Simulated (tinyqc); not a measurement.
Epitaxial growth on a vicinal surface: Burton-Cabrera-Frank step flow, step-edge barrier and island nucleation: one step, computed by the program tinyqc.

Adatoms land at rate F, hop on a square grid (a simplification for hexagonal faces), desorb, or join steps. Lengths are in units of a and n is the adatom coverage. Steps ascend at x = 0 and descend at x = l.

Question. Scales. D = nu exp(-E_d/(k_B T)) (a^2/s, nu counted per direction); tau = exp(E_a/(k_B T))/nu; x_s = sqrt(D tau); n_eq = exp(-E_f/(k_B T)); terrace width l = h/(a tan(miscut)); Schwoebel length l_s = exp(E_s/(k_B T)) - 1. Temperatures in kelvin are T(C) + 273.15.

Inputs (values chosen for the exercise, close to those used for Si(001)): site spacing a = 3.84 angstrom; step height h = 1.36 angstrom; diffusion barrier E_d = 0.689 eV; desorption energy E_a = 2.95 eV; adatom formation energy E_f = 1.38 eV; step-edge barrier E_s = 0.27 eV; attempt frequency nu = 1 THz; miscut angle = 8 degrees; temperature T = 630 C.

Constants: k_B = 8.617333262e-05 eV/K.

Give: D; lifetime tau; diffusion length x_s; equilibrium coverage n_eq; terrace width l; Schwoebel length l_s.

Answer.

D = 1.430e+08 a^2/s

lifetime tau = 28951 s

diffusion length x_s = 2.034e+06 a

equilibrium coverage n_eq = 1.992e-08

terrace width l = 2.520 a

Schwoebel length l_s = 31.11 a

l/x_s = 1.24e-6: nearly every adatom reaches a step.
